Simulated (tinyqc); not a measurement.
Tunnelling through a two-layer gate stack, WKB transmission and Tsu-Esaki current: effect of the tunnelling mass m2.

Electrons leave the emitter at x = 0. Energies E (motion across the layers) are in eV from the emitter Fermi level; the collector Fermi level lies at -V and offers states at every E. No charge in the dielectric and no image force: F1 = V/(t1 + t2 eps1/eps2), F2 = F1 eps1/eps2; U = phi1 - F1 x in layer 1 and phi2 - F1 t1 - F2 (x - t1) in layer 2. With C = hbar^2/(2 m0), kappa = sqrt(m (U - E)/C) where U > E and 0 elsewhere; T(E) = exp(-S), S = 2 times the integral of kappa over x.

Each layer adds (2/F) sqrt(m/C) [G(u at its left edge) - G(u at its right edge)] to S, with u = U - E (0 where negative) and G(u) = (2/3) u^1.5. J = J0 times the integral of T(E) N(E) dE, N = ln[(1 + exp(-E/Vt))/(1 + exp((-E - V)/Vt))], J0 = q^2 me m0 kB T/(2 pi^2 hbar^3) (times 1e-4 for A/cm^2 per eV), from E = -Ef to far above the barrier (T = 1 there), by quadrature converged to the digits shown.

Parameters, values chosen for the exercise; layer 1 close to silicon dioxide, layer 2 close to zirconium oxide:
```
symbol  value  unit                                                        meaning
T         200     K                                                    temperature
Ef        2.3    eV              Fermi energy of the emitter above its band bottom
me          1    m0                            emitter mass in the supply function
phi1      3.2    eV  barrier of layer 1 above the emitter Fermi level at zero bias
m1       0.49    m0                                     tunnelling mass of layer 1
t1        0.9    nm                                           thickness of layer 1
eps1     3.82                                     relative permittivity of layer 1
phi2     1.36    eV                                barrier of layer 2 at zero bias
t2        1.3    nm                                           thickness of layer 2
eps2     25.6                                     relative permittivity of layer 2
V         0.3     V                                  voltage across the dielectric
```

Constants: q = 1.602176634e-19 C, kB = 1.380649e-23 J/K, hbar = 1.054571817e-34 J s, m0 = 9.1093837015e-31 kg, Vt = kB T/q, hbar^2/(2 m0) = 0.0380998212 eV nm^2. Results are converted to the units shown.

Effect of the tunnelling mass m2:
```
m2 (m0)  S at E = 0   T(E = 0)  J (A/cm^2)  mean E of the current (eV)
0.12          16.13   9.866e-8       77.56                     -0.4101
0.15          16.70   5.592e-8       40.05                     -0.3905
0.2           17.53   2.434e-8       15.31                     -0.3648
0.25          18.26   1.169e-8       6.605                     -0.3449
0.31          19.05   5.316e-9       2.689                     -0.3258
0.4           20.10   1.859e-9      0.8187                     -0.3034
0.5           21.14  6.594e-10      0.2554                     -0.2842
0.63          22.34  1.981e-10     0.06671                     -0.2648
```

Read the table: what changes, and by how much?

J falls from 77.6 to 0.0667 A/cm^2. S goes as m2^(0.20): only one of the two layers feels this mass, so the power is below 0.5.

Program tinyqc, `OMP_NUM_THREADS=1 python tinyqc.py 2540006 2540007 out.jsonl`; Intel Xeon 2.30GHz, shared host, one thread, about 0.04 s.
